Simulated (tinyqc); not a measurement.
Thickness of the outer barriers: stepped quantum well by finite differences.

Finite differences on points z_i at the centres of cells of width h: H_ii = (c/h^2)(1/m_(i-1/2) + 1/m_(i+1/2)) + V_i, H_(i,i+1) = -(c/h^2)/m_(i+1/2), where m_(i+1/2) is the mean of the masses at the two points (the end values are repeated outwards), psi = 0 on the points beyond both ends, c = hbar^2/2m0. The field adds e F (z - z0) with z0 the middle of the structure; 1 kV/cm = 1e-5 eV/angstrom.

Constants: hbar^2/2m0 = 3.80998211 eV angstrom^2.

Inputs chosen for the exercise (out of a larger set: near those of a GaAs well in AlGaAs; not measured data): layers = ((69, 0.316, 0.0994), (46, 0, 0.0669), (69, 0.155, 0.0828), (69, 0.316, 0.0994)) (each layer: thickness in angstrom, band edge in eV, mass in m0); hf = 1.4375 angstrom (cell width of the fine grid).

Fine grid, zero field, both outer layers set to each thickness in turn.

Levels (eV):
```
outer layers (angstrom)       E1       E2       E3
17.250                   0.08003  0.20852  0.31592
34.500                   0.07758  0.20346  0.29629
69.000                   0.07741  0.20263  0.28951
138.000                  0.07741  0.20262  0.28856
276.000                  0.07741  0.20262  0.28854
```

Which of the three levels are properties of the well, and how thick must the outer layers be?

E1 is bound, and within 0.1 meV of the last row from 69 angstrom on. E2 is bound, and within 0.1 meV of the last row from 69 angstrom on. E3 is bound, and within 0.1 meV of the last row from 138 angstrom on.

Computed by tinyqc, a small Python program: `OMP_NUM_THREADS=1 python tinyqc.py 1252390 1252391 out.jsonl` (the numbers bound the seed that draws the inputs); one thread of a shared host (Intel(R) Xeon(R) Processor @ 2.30GHz), about 0.01 s for the whole set of steps.
